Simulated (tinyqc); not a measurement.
Changing the grain size d: thermal stress and diffusional relaxation in a metal film: Coble and Nabarro-Herring creep, cooling and holds. Computed by tinyqc, a small Python program. Command: `OMP_NUM_THREADS=1 python tinyqc.py 3007118 3007119 out.jsonl creep sweep`. One thread of a shared host (Intel(R) Xeon(R) Processor @ 2.30GHz), about 0.08 s of CPU time with the checks.

A thin film on a rigid substrate is stress-free at T0. Tension is positive and the film creeps linearly: d sigma/dt = -M (mismatch) dT/dt - sigma/tau.

Inputs (values chosen for the exercise, modelled on gold films on silicon): biaxial modulus M = 124 GPa; expansion mismatch = 11.6 1e-6/K; atomic volume Omega = 17 angstrom^3; lattice prefactor D0 = 1.1e-05 m^2/s; lattice energy E = 1.86 eV; boundary prefactor (delta D_b)0 = 2.2e-16 m^3/s; boundary energy E_b = 0.863 eV; stress-free temperature T0 = 350 C; hold temperature T = 180 C; hold time t = 0.01 h; cooling rate = 30 C/min.

Constants: k_B = 1.380649e-23 J/K; k_B = 8.617333262e-05 eV/K.

Method:
- Thermoelastic slope = M x mismatch; sigma_0 = slope x (T0 - T).
- Creep rate per stress: Nabarro-Herring 14 D Omega/(k_B T d^2), Coble (14 pi) delta D_b Omega/(k_B T d^3), with D = D0 exp(-E/(k_B T)), delta D_b = (delta D_b)0 exp(-E_b/(k_B T)); 1/tau = M x (sum of both)/2 (biaxial strain rate is half the uniaxial one).
- Temperatures in kelvin are T(C) + 273.15.
- sigma(t) = sigma_0 exp(-t/tau), relaxed part sigma_0 - sigma(t); the grain size where both mechanisms are equal is pi delta D_b/D.
- Cooling from T0 at the constant rate: d sigma/dT = -slope + sigma/(tau(T) x rate), integrated to 25 C (stiff solver, tolerance 1e-9).
- Effective stress-free temperature T_eff = 25 C + sigma/slope.

One run for each value:
```
grain size d (um)  relaxation time tau (h)  stress at 25 C (MPa)  effective stress-free temperature (C)
0.13                             1.484e-03                 158.8                                  135.4
0.26                             1.187e-02                 211.1                                  171.7
0.55                             1.123e-01                 278.9                                  218.9
1.10                             8.988e-01                 355.5                                  272.1
2.30                             8.216e+00                 437.9                                  329.4
4.80                             7.468e+01                 463.7                                  347.3
10.00                            6.753e+02                 467.0                                  349.7
```

Over the rows, relaxation time tau (h) rises from 0.00148 to 675 (exponent d ln y / d ln x about 3.0 throughout); stress at 25 C (MPa) rises from 159 to 467 (exponent d ln y / d ln x 0.41 between the first rows and 0.0099 between the last). The exponent of relaxation time tau stays at 3: Coble creep. Fine grains creep fast, so the film stays relaxed to a lower temperature and keeps less stress. Left out: 0.0300, 0.0620 (the stress of the hold has relaxed completely).

Caution (all rows): bulk creep laws overstate relaxation in a bonded film, and dislocation glide would cap stresses above the yield stress.
